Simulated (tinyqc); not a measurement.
Current crowding under a contact, resistor ladder against the transmission-line model: two steps of the calculation.

A metal contact of length d and width W on a thin layer of the same width. The metal has no resistance, the sheet resistance under it equals Rsh, and current enters the layer at the front edge x = 0.

Parameters, values chosen for the exercise:
- Rsh = 310 ohm/sq (sheet resistance of the semiconductor layer)
- rc = 2.4e-9 ohm cm^2 (specific contact resistivity)
- d = 0.024 um (contact length)
- W = 2.3 um (contact width)
- n = 8 (cells)
- I = 5 mA (current)

Question 1. Voltages and the share of the current. Cut the contact into n cells of length hc = d/n. Neighbouring cell centres are joined by a = W/(Rsh hc), each centre joins the metal (0 V) by g = W hc/rc, and I enters cell 1 through half a cell: -a v_(i-1) + b_i v_i - a v_(i+1) = I for i = 1 and 0 otherwise, b_i = g + 2 a (g + a at both ends). Rc = v_1/I + 1/(2 a). Cell i passes g v_i to the metal.

a = 2.4731183 S
g = 0.02875 S

| cell | b_i (S) |
|---|---|
| 1 | 2.5018683 |
| 2 | 4.9749866 |
| 3 | 4.9749866 |
| 4 | 4.9749866 |
| 5 | 4.9749866 |
| 6 | 4.9749866 |
| 7 | 4.9749866 |
| 8 | 2.5018683 |

Find: v_i; share of the current; Rc of the ladder.

Answer 1.

| cell | v_i (mV) | share of the current (%) |
|---|---|---|
| 1 | 25.917 | 14.902 |
| 2 | 24.197 | 13.913 |
| 3 | 22.757 | 13.086 |
| 4 | 21.583 | 12.410 |
| 5 | 20.659 | 11.879 |
| 6 | 19.976 | 11.486 |
| 7 | 19.524 | 11.226 |
| 8 | 19.300 | 11.097 |

Rc of the ladder = 5.3856 ohm

The first cell passes 14.9 % of the current and the last 11.1 %; an even spread would give 12.5 % each.

Question 2. The transmission-line result. Transfer length Lt = sqrt(rc/Rsh); front resistance Rc = (Rsh Lt/W) coth(d/Lt); end resistance Re = (Rsh Lt/W)/sinh(d/Lt). v(x) = I (Rsh Lt/W) cosh((d - x)/Lt)/sinh(d/Lt) at the cell centres x = (i - 1/2) d/n.

Wanted: Lt; Rc; Re; v(x).

Answer 2.

Lt = 0.02782 um
Rc = 5.376 ohm
Re = 3.852 ohm

| cell | v(x) (mV) |
|---|---|
| 1 | 25.91 |
| 2 | 24.19 |
| 3 | 22.75 |
| 4 | 21.57 |
| 5 | 20.65 |
| 6 | 19.96 |
| 7 | 19.51 |
| 8 | 19.29 |

The ladder's Rc is 0.18 % above this value, with cells 0.11 Lt long.

Numbers from tinyqc (`OMP_NUM_THREADS=1 python tinyqc.py 2760125 2760126 out.jsonl`; about 0.01 s on one thread of a shared Intel Xeon 2.30GHz).
